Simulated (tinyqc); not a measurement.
Hole subbands of a hard-walled well, four-band Luttinger model: sweeps and comparisons. A value that a table varies takes the place of the one given here.

Hole energies are counted downwards from the unstrained band edge, c = hbar^2/2m0. After the usual block transformation one block is H = [[P + Q - Zs, R - i S], [R + i S, P - Q + Zs]] in (heavy, light), with P +/- Q = c [(g1 +/- g2) k^2 + (g1 -/+ 2 g2) kz^2], R = sqrt(3) c gR k^2, S = 2 sqrt(3) c g3 k kz, kz = -i d/dz; axial approximation gR = (g2 + g3)/2. Zs = b (e_par - e_perp) is the shear part of the strain (the hydrostatic part shifts all levels alike and is left out). Basis sqrt(2/L) sin(n pi z/L), n = 1 to N, for each component: kz^2 gives (n pi/L)^2 and the heavy-light block is R delta_nm - 2 sqrt(3) c g3 k D_nm with D_nm = 4 n m/(L (n^2 - m^2)) for n + m odd, 0 otherwise. The other block has the same levels. The split-off band is left out.

Constants: hbar^2/2m0 = 3.80998211 eV angstrom^2.

Inputs chosen for the exercise (near those of GaSb; not measured data):
```
symbol  value                                                    unit        meaning
g1      13.48                                                                Luttinger gamma1
g2      4.69                                                                 gamma2
g3      5.98                                                                 gamma3
L       115                                                      angstrom    well width along [001]
Zs      0                                                        eV          shear strain energy
k       0.0188                                                   1/angstrom  wave vector in the plane
Zlist   (-0.0537, -0.0415, -0.0177, -0.0088, 0, 0.0149, 0.0421)  eV          shear strain energies (negative: tension in the plane, for b < 0)
```

## Which coupling does what

N = 20, at the given k. Diagonal: R = S = 0. Along [100] and [110] gR is g2 and g3 instead of their mean.

Hole energies (meV):
```
model,E1,E2,E3,E4
diagonal,36.13,71.10,76.84,129.39
R alone,32.62,70.33,80.34,129.06
S alone,30.15,35.20,99.81,101.34
axial,24.75,38.53,99.66,102.62
[100],25.68,38.07,99.69,102.33
[110],23.78,38.96,99.62,102.94
```

How do the results move?

The couplings move E1 by -11.38 meV: R alone by -3.50, S alone by -5.97, so S matters more at k L/pi = 0.69 (R grows as k^2 and joins equal n, S as k and joins n of opposite parity). Warping spreads E1 by 1.90 meV between [100] and [110], the hole being heavier along [110]; the axial value lies between them.

## Strain

N = 20. dE is the rise of the top subband from k = 0 to k1 = pi/(4L), m1 = c k1^2/dE (dash if dE is not positive), and the heavy weight is taken at k = pi/L.

Top subband:
```
Zs (eV),HH1 (meV),LH1 (meV),dE (meV),heavy weight,m1 (m0)
-0.0537,65.4,11.3,-0.327,0.175,-
-0.0415,53.2,23.5,-0.969,0.231,-
-0.0177,29.4,47.3,2.240,0.404,0.079
-0.0088,20.5,56.2,2.418,0.489,0.073
0.0000,11.7,65.0,2.500,0.580,0.071
0.0149,-3.2,79.9,2.592,0.726,0.069
0.0421,-30.4,107.1,2.702,0.888,0.066
```

What can be read from the table?

HH1 and LH1 cross at Zs = -2 c g2 (pi/L)^2 = -0.0267 eV; for more negative Zs the light hole is on top. Among the rows with HH1 on top, m1 goes from 0.079 to 0.066 m0 as the splitting widens from 18 to 138 meV, against the unmixed 1/(g1 + g2) = 0.055: compression lightens the holes here. A dash marks a top subband whose hole energy at k1 lies below that at k = 0: an electron-like (negative) mass. m1 describes the neighbourhood of k = 0 only; where HH1 and LH1 lie close, the band may peak further out.

## What each parameter does

N = 20; the three lowest hole energies at the given k and the heavy weight of the lowest. Each row changes one parameter from the base and keeps the others.

Results:
```
case,E1 (meV),E2 (meV),E3 (meV),heavy weight
base,24.75,38.53,99.66,0.804
g1 = 14.56,30.31,47.98,112.27,0.837
g2 = 4.22,27.04,42.86,106.36,0.810
g3 = 5.5,26.53,41.27,101.22,0.835
L = 125 angstrom,21.44,33.89,84.19,0.740
Zs = 0.02 eV,8.89,27.39,83.19,0.946
k = 0.0244 1/angstrom,25.74,45.22,100.00,0.628
```

How do the results move?

The largest shifts from the base row, up to three for each result and ties (the steps differ in size, so this ranks the rows, not the parameters). E1 (meV): Zs -15.86, g1 +5.56, L -3.31. E2 (meV): Zs -11.14, g1 +9.46, k +6.69. E3 (meV): Zs -16.47, L -15.47, g1 +12.62. heavy weight: k -0.176, Zs +0.142, L -0.064.

Computed by tinyqc, a small Python program: `OMP_NUM_THREADS=1 python tinyqc.py 1281009 1281010 out.jsonl` (the numbers bound the seed that draws the inputs); one thread of a shared host (Intel(R) Xeon(R) Processor @ 2.30GHz), about 0.1 s for the whole set of steps.
